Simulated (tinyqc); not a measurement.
Schottky barrier with interface states (Cowley-Sze model), image lowering and contact resistance: one step, computed by the program tinyqc. Command: `OMP_NUM_THREADS=1 python tinyqc.py 3008659 3008660 out.jsonl pinning walk`. One thread of a shared host (Intel(R) Xeon(R) Processor @ 2.30GHz), about 0.01 s of CPU time with the checks.

An n-type semiconductor under a metal. The barrier lies between the Schottky-Mott limit phi_M - chi and the Bardeen limit E_g - E_n, E_n being the neutrality level of the interface states; the space-charge term of the full Cowley-Sze expression is left out.

Task: Thermionic current. A* = 4 pi e m_e M_c k_B^2/h^3 (a simple valley count); J_s = A* T^2 exp(-phi/k_B T). J_0 uses phi_B; the reverse current uses phi_B less the image lowering, times 1 - exp(-V_r/k_B T).

Inputs (values chosen for the exercise, with gap, mass and screening modelled on 4H-SiC):

| quantity | value | unit |
|---|---|---|
| electron mass m_e | 0.402 | m_0 |
| valleys M_c | 3 | - |
| temperature T | 300 | K |
| reverse bias V_r | 4.2 | V |

Pinning factor from: Moench relation.

barrier phi_B = 1.159716 eV

image lowering = 0.02902691 eV

Constants: e = 1.602176634e-19 C; m_0 = 9.1093837015e-31 kg; k_B = 1.380649e-23 J/K; h = 6.62607015e-34 J s; k_B = 8.617333262e-05 eV/K.

Give: Richardson constant A*; J_0; thermionic reverse current.

Result:

Richardson constant A* = 144.9 A cm^-2 K^-2

J_0 = 4.296e-13 A/cm^2

thermionic reverse current = 1.320e-12 A/cm^2

Image lowering raises the reverse current by a factor 3.07.
